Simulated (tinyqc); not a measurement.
Worked calculation: Jacobi rotations on a symmetric matrix. Computed by tinyqc, a small Python program that keeps every step. Settings: method = jacobi. Command: `OMP_NUM_THREADS=1 python tinyqc.py 20121 20122 out.jsonl` (the two numbers bound the seeds that draw the settings). One thread of a shared host (Intel(R) Xeon(R) Processor @ 2.60GHz), about 0.01 s of CPU time with the checks.

## Jacobi rotation 1

A, lower triangle:
```
        1        2       3
1  2.7310
2  0.2190   3.0410
3  0.0410  -0.1680  3.1010
```

Take the largest off-diagonal element A_pq; tan 2 theta = 2 A_pq / (A_qq - A_pp) with |theta| <= pi/4; A' = J^T A J with J_pp = J_qq = cos, J_pq = sin, J_qp = -sin.

p, q, theta (rad): 1.0000  2.0000  0.4774

A', lower triangle:
```
        1        2       3
1  2.6177
2  0.0000   3.1543
3  0.1136  -0.1304  3.1010
```

## Jacobi rotation 2

As before.

p, q, theta (rad): 2.0000  3.0000  0.6846

A', lower triangle:
```
         1       2       3
1   2.6177
2  -0.0718  3.2607
3   0.0880  0.0000  2.9946
```

## Jacobi rotation 3

As before.

p, q, theta (rad): 1.0000  3.0000  0.2185

A', lower triangle:
```
         1        2       3
1   2.5982
2  -0.0701   3.2607
3   0.0000  -0.0156  3.0141
```

## All rotations

The off-diagonal norm falls at every rotation.

Rotations:

| step | p | q | theta | off-diagonal norm |
|---|---|---|---|---|
| 1 | 1 | 2 | 0.4774 | 2.45e-01 |
| 2 | 2 | 3 | 0.6846 | 1.61e-01 |
| 3 | 1 | 3 | 0.2185 | 1.02e-01 |
| 4 | 1 | 2 | -0.1043 | 2.20e-02 |
| 5 | 2 | 3 | 0.0607 | 2.29e-03 |
| 6 | 1 | 3 | -0.0038 | 1.39e-04 |
| 7 | 1 | 2 | 1.45e-04 | 5.33e-07 |
| 8 | 2 | 3 | 1.47e-06 | 7.73e-11 |

eigenvalues: 2.5908  3.0132  3.2690
